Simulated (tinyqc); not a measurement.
Hot electrons in a saturated n-channel MOSFET, lucky-electron model: two steps of the calculation.

Beyond pinch-off the lateral field grows as Esat cosh(y/l) over the velocity-saturated region (pseudo-two-dimensional model). Impact ionisation in this region gives the substrate current, which biases the body forward through Rsub. Currents are per width. Local-field laws: they overstate ionisation when the field peak is narrower than an energy relaxation length.

Inputs (values chosen for the exercise); values close to those of silicon n-channel devices: channel length L = 1.2 um; oxide thickness tox = 22 nm; junction depth xj = 370 nm; effective mobility mu = 360 cm^2/(V s); saturation velocity vs = 7.6e6 cm/s; hot-electron mean free path lm = 9.7 nm; oxide barrier pb = 3.2 V; prefactor of the gate current Cg = 0.002; lifetime exponent m = 2.9; lifetime constant Hl = 3200 s uA/um.

Constants: eps0 = 8.8541878128e-14 F/cm where lengths are in cm. Results are converted to the units shown.

Problem 1. Length and field scales. Cox = 3.9 eps0/tox, l = sqrt(3 tox xj), Esat = 2 vs/mu.

Find: Cox; l; Esat; Esat L.

Solution 1.

Cox = 0.15696 uF/cm^2
l = 156.27 nm
Esat = 0.042222 MV/cm
Esat L = 5.0667 V

Problem 2. Gate current, lifetime and channel shortening. Ig = Cg Id exp(-pb/(lm Em)); lifetime tau = (Hl/Id)(Isub/Id)^(-m); length of the saturated region dL = l ln[(dV/l + Em)/Esat]. 1 year = 3.15576e7 s.

Id = 143.37760 uA/um
dV = 3.3324235 V
Em = 0.21738888 MV/cm
Isub = 0.34890557 uA/um
l = 156.26900 nm
Esat = 0.042222222 MV/cm

Find: Isub/Id; Ig; tau; dL.

Solution 2.

Isub/Id = 0.002433
Ig = 0.07360 pA/um
tau = 26.88 years
dL = 362.9 nm

The lifetime exceeds ten years.

Computed by the program tinyqc: `OMP_NUM_THREADS=1 python tinyqc.py 2550017 2550018 out.jsonl`, one thread of a shared Intel Xeon 2.30GHz, about 0.01 s for the whole run.
